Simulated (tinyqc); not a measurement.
Inside a calculation. Method: plane-wave Kohn-Sham cycle with exchange-only LDA in a layered model solid. One step of it, computed by the program tinyqc.

Question. Iteration 2: Hamiltonian at one k. H(m,m') = (k + G_m)^2/2 delta + V(G_m - G_m'), with V(-G) = V(G).

A solid whose potential varies along x alone (atomic units):
```
parameter                      value
period a                   13.200000
cross-section of the cell  14.000000
electrons per cell                 4
grid points                       16
plane waves -n..n, n               3
k points                           1
V1 in V1 cos(2 pi x/a)     -0.600000
V2 in V2 cos(4 pi x/a)      0.070000
```

V(G_m), m = 0, 1, 2, ... (hartree): -0.274421  -0.287906  0.035877  -0.000367  0.000112  0.000088  0.000014

k = 0.000000 2 pi / a

Give: H.

Answer.

H (hartree):
```
         -3       -2       -1       +0       +1       +2       +3
-3   0.7452  -0.2879   0.0359  -0.0004   0.0001   0.0001   0.0000
-2  -0.2879   0.1787  -0.2879   0.0359  -0.0004   0.0001   0.0001
-1   0.0359  -0.2879  -0.1611  -0.2879   0.0359  -0.0004   0.0001
+0  -0.0004   0.0359  -0.2879  -0.2744  -0.2879   0.0359  -0.0004
+1   0.0001  -0.0004   0.0359  -0.2879  -0.1611  -0.2879   0.0359
+2   0.0001   0.0001  -0.0004   0.0359  -0.2879   0.1787  -0.2879
+3   0.0000   0.0001   0.0001  -0.0004   0.0359  -0.2879   0.7452
```
